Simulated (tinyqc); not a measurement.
Front-illuminated p-i-n photodiode, quantum efficiency and bandwidth: efficiency and bandwidth against the thickness of the depleted layer.

Light enters through a p layer (0 to xp), a depleted layer (xp to xp + wi) and a thick n substrate, decaying as exp(-al x); one pass, no back reflection. Carriers made in the depleted layer are all collected; those in the neutral layers diffuse.

k = al Ln, s = S Ln/Dn, e = exp(-al xp); front layer f1 = (k/(k^2 - 1)) {[s + k - e (s cosh(xp/Ln) + sinh(xp/Ln))]/[s sinh(xp/Ln) + cosh(xp/Ln)] - k e}; depleted layer f2 = e (1 - exp(-al wi)); substrate f3 = e exp(-al wi) al Lp/(1 + al Lp); external efficiency (1 - Rf)(f1 + f2 + f3); responsivity = efficiency q lam/(h c). Drift response for pairs made in the depleted layer, a = al wi, g = 1 - exp(-a), u = 2 pi i f, te = wi/ve, th = wi/vh: electrons He = [g - a (exp(-a) - exp(-u te))/(u te - a)]/(u te g), holes Hh = [g - a (1 - exp(-a - u th))/(a + u th)]/(u th g); C = eps0 eps_r pi (dia/2)^2/wi + Cp; total |He + Hh|/sqrt(1 + (2 pi f RL C)^2), for the current of the depleted layer alone. Limits are the frequencies at which each factor falls to 1/sqrt(2); inverse-square sum (f_transit^-2 + f_RC^-2)^(-1/2); the diffusion currents f1 and f3 are left out of the bandwidth.

Inputs (values chosen for the exercise); values close to those of germanium at this wavelength: wavelength lam = 1550 nm; absorption coefficient al = 1480 1/cm; reflectance of the front face Rf = 0.02; relative permittivity eps_r = 16.7; thickness of the front p layer xp = 0.26 um; electron diffusion coefficient in the p layer Dn = 12 cm^2/s; electron diffusion length in the p layer Ln = 0.21 um; recombination velocity of the front surface S = 5e5 cm/s; hole diffusion length in the thick n substrate Lp = 4.8 um; electron drift velocity ve = 5.74e6 cm/s; hole drift velocity vh = 4.23e6 cm/s; diameter dia = 16 um; load resistance RL = 50 ohm; parasitic capacitance Cp = 30 fF.

Constants: q = 1.602176634e-19 C, h = 6.62607015e-34 J s, c = 299792458 m/s, eps0 = 8.8541878128e-14 F/cm where lengths are in cm. Results are converted to the units shown.

Results:
```
wi (um),f2,f1 + f3,responsivity (A/W),transit limit (GHz),RC limit (GHz),3 dB bandwidth (GHz),inverse-square sum (GHz),bandwidth x (1 - Rf) f2 (GHz)
2.1,0.2571,0.3148,0.7006,12.81,72.09,12.53,12.61,3.156
3.6,0.3974,0.2564,0.8011,7.555,83.20,7.510,7.524,2.925
10,0.7432,0.1128,1.049,2.820,96.54,2.819,2.819,2.053
17,0.8845,0.05415,1.150,1.689,100.3,1.688,1.688,1.463
29,0.9491,0.02733,1.196,0.9832,102.6,0.9832,0.9832,0.9145
48,0.9615,0.02219,1.205,0.5728,104.0,0.5728,0.5728,0.5397
81,0.9622,0.02187,1.206,0.3261,104.8,0.3261,0.3261,0.3075
140,0.9623,0.02186,1.206,0.1843,105.4,0.1843,0.1843,0.1738
```

Estimate the missing row, wi = 6 um.

Computed row:
```
wi (um),f2,f1 + f3,responsivity (A/W),transit limit (GHz),RC limit (GHz),3 dB bandwidth (GHz),inverse-square sum (GHz),bandwidth x (1 - Rf) f2 (GHz)
6,0.5663,0.1863,0.9221,4.606,91.06,4.597,4.600,2.551
```

With this row back in the table: As wi goes from 2.1 to 140, the responsivity rises from 0.701 to 1.21 A/W and the bandwidth falls from 12.5 to 0.184 GHz. The transit limit is the lower one in every row. Adding inverse squares of the two limits is within 0.65 % of the full result. The product of bandwidth and fast efficiency falls from 3.16 to 0.174 GHz. For wi = 2.1, 3.6, 6 the diffusion currents exceed 0.3 of the drift current; their own response times, left out, may then shape the whole response.

Program tinyqc, `OMP_NUM_THREADS=1 python tinyqc.py 2250015 2250016 out.jsonl`; Intel Xeon 2.30GHz, shared host, one thread, about 0.01 s.
